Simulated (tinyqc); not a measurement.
# Inputs raised by 2 %, one at a time

Model: speciation in dilute and buffered hydrofluoric acid, oxide etch rate and bath loading. Computed by tinyqc, a small Python program. Command: `OMP_NUM_THREADS=1 python tinyqc.py 3120649 3120650 out.jsonl hfetch sens`. One thread of a shared host (Intel(R) Xeon(R) Processor @ 2.30GHz), about 0.01 s of CPU time with the checks.

Concentrations stand for activities, NH4+ and Cl- are spectators, and water ionisation is neglected. H, F and HF2 denote the ions H+, F- and HF2-. The base temperature is 298 K.

Inputs (values chosen for the exercise, of the order of those for thermal oxide at room temperature): HF added = 0.83 mol/L; NH4F added = 1.9 mol/L; HCl added = 0 mol/L; K1 = [H][F]/[HF] = 0.000687 mol/L; K2 = [HF2]/([HF][F]) = 3.73 L/mol; K3 = [H2F2]/[HF]^2 = 0 L/mol; rate constant of neutral HF k_a = 12 nm L/(min mol); rate constant of HF2 k_b = 50 nm L/(min mol); activation energy = 0.44 eV; temperature error = 1.2 K; oxide removed per wafer = 150 nm.

Constants: k_B = 8.617333262e-05 eV/K.

Method:
- Fluoride balance: [HF] + [F] + 2 [HF2] + 2 [H2F2] = HF added + NH4F added. Acid balance: [H] + [HF] + [HF2] + 2 [H2F2] = HF added + HCl added. For a trial [H], [HF] = [H][F]/K1, and the fluoride balance is a quadratic in [F].
- The root is refined to 1e-13 in pH = -log10 [H].
- Rate = k_a ([HF] + 2 [H2F2]) + k_b [HF2], an empirical two-term form.
- Time = oxide/rate; a temperature error changes the rate by exp((E_a/k_B)(1/298 - 1/(298 + error))) - 1.

Runs:
```
input moved                                           from          to  etch rate (nm/min)  [HF2] (mol/L)  share of HF2 in the rate (%)
base run                                                 -           -              35.813        0.68037                        94.989
HF added (mol/L)                                      0.83      0.8466              36.481        0.69270                        94.941
NH4F added (mol/L)                                     1.9       1.938              35.942        0.68377                        95.121
K1 = [H][F]/[HF] (mol/L)                          0.000687  0.00070074              35.813        0.68037                        94.989
K2 = [HF2]/([HF][F]) (L/mol)                          3.73      3.8046              35.896        0.68256                        95.074
rate constant of neutral HF k_a (nm L/(min mol))        12       12.24              35.849        0.68037                        94.894
rate constant of HF2 k_b (nm L/(min mol))               50          51              36.493        0.68037                        95.083
```

Exponents ln(y'/y) / ln(x'/x):
```
input                            etch rate  [HF2]  share of HF2 in the rate
HF added                             0.933  0.907                    -0.026
NH4F added                           0.182  0.252                     0.070
K1 = [H][F]/[HF]                     0.000  0.000                     0.000
K2 = [HF2]/([HF][F])                 0.117  0.163                     0.045
rate constant of neutral HF k_a      0.051  0.000                    -0.051
rate constant of HF2 k_b             0.950  0.000                     0.050
```

Among the inputs moved here: etch rate answers most in size to rate constant of HF2 k_b (exponent +0.950), and about equally to HF added (+0.933); its exponent is below 0.0005 for K1 = [H][F]/[HF]. [HF2] answers most in size to HF added (exponent +0.907), next to NH4F added (+0.252); its exponent is below 0.0005 for K1 = [H][F]/[HF], rate constant of neutral HF k_a, rate constant of HF2 k_b. Share of HF2 in the rate answers most in size to NH4F added (exponent +0.070), next to rate constant of neutral HF k_a (-0.051); its exponent is below 0.0005 for K1 = [H][F]/[HF].

Caution (all rows): at ionic strengths above about 0.5 mol/L activities differ much from concentrations, so pH and rates are only indicative.
